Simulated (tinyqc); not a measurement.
Straight dislocations in isotropic elasticity: fields, energies, partials, Peierls stress and walls: one step, computed by the program tinyqc.

The line runs along z, the glide plane is y = 0, and beta is the angle between b and the line (0 screw, 90 degrees edge): b_e = b sin(beta) along +x with the extra half plane at y > 0, b_s = b cos(beta). Stress is positive in tension.

Problem. Splitting into partials. Shockley partials have b_p = b/sqrt(3) at the angles beta -/+ 30 degrees; their repulsion balances the fault at d = G b_p^2/(8 pi gamma) (2 - nu)/(1 - nu) [1 - 2 nu cos(2 beta)/(2 - nu)].

Inputs (values chosen for the exercise, modelled on gold):
```
quantity                     value      unit
shear modulus G               27.2       GPa
Poisson ratio nu             0.432         -
Burgers vector b             2.884  angstrom
stacking-fault energy gamma   28.7    mJ/m^2
```

Character: edge.

Give: partial Burgers vector b_p; splitting width d; d/b.

Solution.

partial Burgers vector b_p = 1.665 angstrom

splitting width d = 4.476 nm

d/b = 15.52

Widely split: cross-slip and climb need a constriction first.
